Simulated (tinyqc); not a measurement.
Extended Hueckel theory, for H6+, step by step. The parameters take no account of the charge, which enters only through the electron count. One step of it, computed by the program tinyqc.

Task: Wolfsberg-Helmholz matrix. H_ij = K' S_ij (H_ii + H_jj)/2 for i != j (the diagonal keeps H_ii), with K' = 1.5.

overlap S:
```
          1H 1s     2H 1s     3H 1s     4H 1s     5H 1s     6H 1s
1H 1s  1.000000  0.639795  0.142461  0.039582  0.005008  0.001042
2H 1s  0.639795  1.000000  0.428712  0.142695  0.021267  0.005008
3H 1s  0.142461  0.428712  1.000000  0.640477  0.142695  0.039582
4H 1s  0.039582  0.142695  0.640477  1.000000  0.428712  0.142461
5H 1s  0.005008  0.021267  0.142695  0.428712  1.000000  0.639795
6H 1s  0.001042  0.005008  0.039582  0.142461  0.639795  1.000000
```

diagonal H_ii (eV): 1H 1s -13.600000, 2H 1s -13.600000, 3H 1s -13.600000, 4H 1s -13.600000, 5H 1s -13.600000, 6H 1s -13.600000

K = 1.500000

Give: H.

Result:

H (eV):
```
         1H 1s    2H 1s    3H 1s    4H 1s    5H 1s    6H 1s
1H 1s  -13.600  -13.052   -2.906   -0.807   -0.102   -0.021
2H 1s  -13.052  -13.600   -8.746   -2.911   -0.434   -0.102
3H 1s   -2.906   -8.746  -13.600  -13.066   -2.911   -0.807
4H 1s   -0.807   -2.911  -13.066  -13.600   -8.746   -2.906
5H 1s   -0.102   -0.434   -2.911   -8.746  -13.600  -13.052
6H 1s   -0.021   -0.102   -0.807   -2.906  -13.052  -13.600
```
